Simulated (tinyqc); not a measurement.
Strained alloy layer of InAs and AlAs on (001) InP, model-solid band line-up: one step of the calculation.

The layer is x parts of the first compound and 1 - x of the second, grown coherently on the third as substrate and barrier. Rows of the table: lattice constant a, average valence level Ea on an absolute scale, spin-orbit splitting so, gaps at Gamma, X and L, hydrostatic deformation potentials av and ac (Gamma), shear potential b, elastic constants, electron and heavy-hole (along z) masses. All are interpolated linearly in x; gaps get -C x (1 - x), taken wholly in the conduction band; real line-ups can differ from this model by 0.1 eV or more.

Problem. Relaxed alloy and strain. In-plane strain e = (a_substrate - a)/a, e_z = -2 (c12/c11) e, volume change 2 e + e_z.

Parameters, values chosen for the exercise: fraction of the first compound in the layer x = 0.58; bowing of the Gamma gap CG = 0.7 eV; bowing of the X gap CX = 0 eV; bowing of the L gap CL = 0 eV.

Binary compounds, values chosen for the exercise:
```
              close to InAs  close to AlAs  close to InP
a (angstrom)          6.058          5.661         5.869
Ea (eV)               -6.67          -7.49         -7.04
so (eV)               0.382          0.281         0.109
EG (eV)               0.353           2.98          1.34
EX (eV)                1.39           2.18          2.18
EL (eV)                1.06           2.38          1.91
av (eV)               0.992           2.45          1.25
ac (eV)               -5.06          -5.57         -5.08
b (eV)                -1.82          -1.51         -1.69
c11 (GPa)                84            124           101
c12 (GPa)              45.2           53.7          55.4
me (m0)               0.023           0.15         0.079
mh (m0)               0.335          0.467          0.53
```

Find: a; Gamma gap; X gap; L gap; e; e_z; volume change.

Solution.

a = 5.891 angstrom
Gamma gap = 1.286 eV
X gap = 1.722 eV
L gap = 1.614 eV
e = -0.3778 %
e_z = 0.3656 %
volume change = -0.3901 %

The relaxed alloy has its lowest gap at Gamma (direct). The layer is under compressive in-plane strain.

tinyqc, about 0.01 s, one thread, Intel Xeon 2.30GHz (shared host): `OMP_NUM_THREADS=1 python tinyqc.py 2690079 2690080 out.jsonl`
